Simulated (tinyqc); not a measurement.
Strength against creep resistance: grain growth, pinning, strength and diffusional creep of a polycrystal or thin film. Computed by tinyqc, a small Python program. Command: `OMP_NUM_THREADS=1 python tinyqc.py 3005733 3005734 out.jsonl grain walk`. One thread of a shared host (Intel(R) Xeon(R) Processor @ 2.30GHz), about 0.01 s of CPU time with the checks.

One mean grain size d describes the structure.

Inputs (values chosen for the exercise, modelled on nickel):

| quantity | value | unit |
|---|---|---|
| atomic volume Omega | 10.94 | angstrom^3 |
| boundary energy gamma | 0.85 | J/m^2 |
| mobility prefactor M0 | 1e-05 | m^4/(J s) |
| activation energy of boundary motion Q_m | 1.62 | eV |
| anneal temperature T | 718 | K |
| anneal time t | 25 | s |
| initial grain size d0 | 28 | nm |
| particle volume fraction f | 0.011 | - |
| particle radius r | 3.6 | nm |
| Hall-Petch slope k_y | 0.14 | MPa m^0.5 |
| lattice diffusion energy Q_l | 2.76 | eV |
| boundary diffusion energy Q_b | 1.2 | eV |
| lattice prefactor D0 | 1.3e-05 | m^2/s |
| boundary prefactor delta D0b | 1.1e-15 | m^3/s |
| applied stress sigma | 24 | MPa |
| service temperature T_c | 732 | K |

Sample: bulk.

Constants: k_B = 8.617333262e-05 eV/K; k_B = 1.380649e-23 J/K.

Method:
- M = M0 exp(-Q_m/(k_B T)). The driving pressure is 2 gamma/d. Zener pinning pressure 3 f gamma/(2 r) stops growth at d_Z = 4 r/(3 f). The limit is d_lim = d_Z.
- dd/dt = 2 M gamma (1/d - 1/d_lim) integrates to 2 M gamma t = d_lim (d0 - d) + d_lim^2 ln[(d_lim - d0)/(d_lim - d)]; without pinning d^2 = d0^2 + 4 M gamma t.
- Nabarro-Herring rate = 14 sigma Omega D_l/(k_B T d^2), D_l = D0 exp(-Q_l/(k_B T)); Coble rate = 14 pi sigma Omega delta D_b/(k_B T d^3), delta D_b = delta D0b exp(-Q_b/(k_B T)); they are equal at d_x = pi delta D_b/D_l.
- Hall-Petch term k_y/sqrt(d).

crossover size d_x = 1.46255e+07 micrometre

At T_c and sigma:

| d (nm) | Hall-Petch term (MPa) | Nabarro-Herring (1/s) | Coble (1/s) | time to 1 % (s) |
|---|---|---|---|---|
| 30 | 808.29 | 5.2242e-10 | 2.5469e-01 | 3.9264e-02 |
| 100 | 442.72 | 4.7018e-11 | 6.8766e-03 | 1.4542e+00 |
| 300 | 255.60 | 5.2242e-12 | 2.5469e-04 | 3.9264e+01 |
| 1000 | 140.00 | 4.7018e-13 | 6.8766e-06 | 1.4542e+03 |
| 3000 | 80.83 | 5.2242e-14 | 2.5469e-07 | 3.9264e+04 |
| 10000 | 44.27 | 4.7018e-15 | 6.8766e-09 | 1.4542e+06 |
| 100000 | 14.00 | 4.7018e-17 | 6.8766e-12 | 1.4542e+09 |

From 100 micrometre to 30 nm grains the Hall-Petch term grows 58 times, while the time to 1 % strain shrinks by 10.6 decades. Coble creep rules in 7 of the seven rows (d_x is a millimetre or more). Fine grains resist slip but creep fast. The Hall-Petch value at 30 nm is at the edge of that law. Caution: T_c is above the anneal temperature, so the grains would go on growing in service.

Extremes, crossings and ranges named in words are read from the listed rows.
